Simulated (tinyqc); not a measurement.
Worked calculation: hole subbands of a hard-walled well, four-band Luttinger model. Values are carried at full precision from step to step, so a last printed digit may differ when a step is redone from the rounded ones.

Constants: hbar^2/2m0 = 3.80998211 eV angstrom^2.

Inputs chosen for the exercise (near those of GaSb; shifted at random, so the results belong to these values and not to a real crystal):
- b = -2.03 eV (shear deformation potential)
- C11 = 88.8 GPa
- C12 = 41.3 GPa
- e_par = -0.0023 (strain in the plane)
- g1 = 13.37 (Luttinger gamma1)
- g2 = 4.69 (gamma2)
- L = 50 angstrom (well width along [001])
- g3 = 6 (gamma3)
- k = 0.0555 1/angstrom (wave vector in the plane)
- N = 2 (sines for each component)
- kmax = 0.151 1/angstrom (end of the path)

## Shear strain energy

e_perp = -2 (C12/C11) e_par and Zs = b (e_par - e_perp); Zs > 0 lifts the heavy-hole edge by Zs and lowers the light-hole edge by Zs.

e_perp = 0.00214
shear strain energy Zs = 0.00901 eV

## Levels at k = 0

R and S vanish: HHn = c (g1 - 2 g2)(n pi/L)^2 - Zs and LHn = c (g1 + 2 g2)(n pi/L)^2 + Zs, c = hbar^2/2m0, hole energies counted downwards. Sort HH1 to HH4 and LH1, LH2.

Levels:
```
subband  E (eV)
HH1      0.0510
HH2      0.2310
LH1      0.3512
HH3      0.5311
HH4      0.9512
LH2      1.3778
```

The top subband is HH1, 180.0 meV from HH2. The confinement energy of LH1 or the strain splitting is not small against a spin-orbit splitting of about 0.749 eV, so a six-band model would move the light holes. In so narrow a gap the light holes are also strongly non-parabolic.

## The matrix at one k

Hole energies are counted downwards from the unstrained band edge, c = hbar^2/2m0. After the usual block transformation one block is H = [[P + Q - Zs, R - i S], [R + i S, P - Q + Zs]] in (heavy, light), with P +/- Q = c [(g1 +/- g2) k^2 + (g1 -/+ 2 g2) kz^2], R = sqrt(3) c gR k^2, S = 2 sqrt(3) c g3 k kz, kz = -i d/dz; axial approximation gR = (g2 + g3)/2. Zs = b (e_par - e_perp) is the shear part of the strain (the hydrostatic part shifts all levels alike and is left out). Basis sqrt(2/L) sin(n pi z/L), n = 1 to N, for each component: kz^2 gives (n pi/L)^2 and the heavy-light block is R delta_nm - 2 sqrt(3) c g3 k D_nm with D_nm = 4 n m/(L (n^2 - m^2)) for n + m odd, 0 otherwise. The other block has the same levels. The split-off band is left out.

Fill in the 2N x 2N matrix, in meV.

H(k) (meV), rows h1, h2, l1, l2 and columns alike:
```
[[262.95, 0, 108.65, 234.40],
 [0, 442.99, -234.40, 108.65],
 [108.65, -234.40, 453.07, 0],
 [234.40, 108.65, 0, 1479.63]]
```

## Levels and mixing

Diagonalise; give the four lowest hole energies and the weight of the heavy component (the first half of the basis) in each.

levels (meV): [146.00, 263.12, 695.82, 1533.70]

heavy weight: [0.671, 0.813, 0.473, 0.042]

The most mixed of the four is number 3, with 47 % heavy character. Against 60 sines these levels lie 17.6, 38.6, 190.0 and 916.8 meV too high: the small basis is not converged.

## Dispersion in the plane

N = 20, nine points from 0 to kmax.

Hole energies (meV):
```
k (1/angstrom)      E1      E2      E3      E4  heavy weight of 1  heavy weight of 2
0.0000           51.00  231.05  351.20  531.12              1.000              1.000
0.0189           69.74  207.12  401.75  522.91              0.994              0.792
0.0377          112.56  188.27  505.17  507.29              0.906              0.716
0.0566          128.54  228.02  506.73  623.89              0.643              0.852
0.0755          132.06  276.99  542.13  727.11              0.538              0.799
0.0944          145.94  298.30  585.33  820.61              0.484              0.708
0.1133          172.19  309.74  601.32  911.16              0.448              0.642
0.1321          210.24  325.36  603.58  963.71              0.421              0.593
0.1510          259.28  350.35  606.73  980.66              0.401              0.555
```

At small k the hole energy falls in subbands 2 and 4: an electron-like mass, caused by repulsion from a deeper subband. E2 - E1 is smallest, 75.7 meV, at k = 0.0377 of the points listed. The top subband goes from 1.00 to 0.40 in heavy weight.

## Mass of HH1 in the plane

Second order in k: 1/m = g1 + g2 - sum_n 12 c g3^2 D_1n^2/(LHn - HH1) over even n up to 60, with D_1n = 4n/(L (n^2 - 1)) in size, LHn - HH1 = c [(g1 + 2 g2) n^2 - (g1 - 2 g2)](pi/L)^2 + 2 Zs, c = hbar^2/2m0.

LHn - HH1 for n = 2, 4, 6 (meV): [1326.8, 5433.0, 12276.8]
terms for n = 2, 4, 6: [3.5287, 0.1379, 0.0252]
sum of all terms = 3.7065
mass without mixing, 1/(g1 + g2) = 0.0554 m0
1/m with mixing = 14.3535 1/m0

Mixing with the light holes takes m from 0.055 to 0.070 m0.

## Checks

- 1/m of HH1 from the full matrix (N = 60) at small k against second order: both 14.354.
- The 2 x 2 block with gR = g2 (k along [100]) for a plane wave (k, 0, pi/L) against the bulk heavy-hole formula, eV: both 0.05346.
- Lowest level at the given k on a real-space grid of 240 points against 60 sines, eV: both 0.1284.

tinyqc: `OMP_NUM_THREADS=1 python tinyqc.py 1281375 1281376 out.jsonl`; about 0.2 s, one thread, shared Intel(R) Xeon(R) Processor @ 2.30GHz.
